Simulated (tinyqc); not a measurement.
Bandgap voltage reference from two bipolar transistors: effect of the output resistor at T0.

Two transistors of area 1 and N carry the same current I. Is(T) = Is (T/T0)^eta exp[(Vg0 q/kB)(1/T0 - 1/T)], VBE1 = Vt ln(I/Is(T)) + I rb, VBE2 = Vt ln(I/(N Is(T))) + I rb/N. The amplifier forces I R1(T) = VBE1 - VBE2 + Vos, with R(T) = R (1 + tc (T - T0)) for both resistors, and the output is Vref = VBE1 + I R2(T). Base currents and the Early effect are neglected.

Vt = kB T/q; I = (Vt ln N + Vos)/(R1(T) - rb (1 - 1/N)). Box coefficient: span of Vref between 233 and 398 K over its average over T and over 165 K. The last column is the R2 that gives zero slope at T0.

Parameters, values chosen for the exercise; values of the order met in silicon bipolar transistors:
- T0 = 298 K (reference temperature)
- Vg0 = 1.148 V (band-gap voltage extrapolated to 0 K)
- eta = 3.1 (temperature exponent of the saturation current)
- Is = 1.2e-17 A (saturation current of the unit transistor at T0)
- N = 24 (area ratio of the second transistor)
- R1 = 12 kohm (resistor across which the difference of VBE falls, at T0)
- tc = 0 ppm/K (temperature coefficient of both resistors)
- Vos = -0.2 mV (offset of the amplifier)
- rb = 25 ohm (series resistance of the unit transistor)

Constants: q = 1.602176634e-19 C, kB = 1.380649e-23 J/K. Results are converted to the units shown.

Effect of the output resistor at T0:

| R2 (kohm) | I at T0 (uA) | Vref at T0 (V) | slope at T0 (uV/K) | box coefficient (ppm/K) | R2 for zero slope (kohm) |
|---|---|---|---|---|---|
| 68.41 | 6.798 | 1.160 | -136.1 | 124.7 | 74.36 |
| 70.64 | 6.798 | 1.175 | -85.08 | 79.53 | 74.36 |
| 72.87 | 6.798 | 1.190 | -34.08 | 35.94 | 74.36 |
| 74.36 | 6.798 | 1.201 | -0.009047 | 13.87 | 74.36 |
| 75.85 | 6.798 | 1.211 | 34.06 | 23.13 | 74.36 |
| 78.08 | 6.798 | 1.226 | 85.06 | 62.64 | 74.36 |
| 80.31 | 6.798 | 1.241 | 136.1 | 102.9 | 74.36 |

As R2 goes from 68.41 to 80.31, Vref rises from 1.160 to 1.241 V and the box coefficient goes from 125 through a minimum of 13.9 (at R2 = 74.36 among the rows listed) to 103 ppm/K. One per cent in R2 moves the slope by 17.0 uV/K.

Program tinyqc, `OMP_NUM_THREADS=1 python tinyqc.py 2062196 2062197 out.jsonl`; Intel Xeon 2.30GHz, shared host, one thread, about 0.02 s.
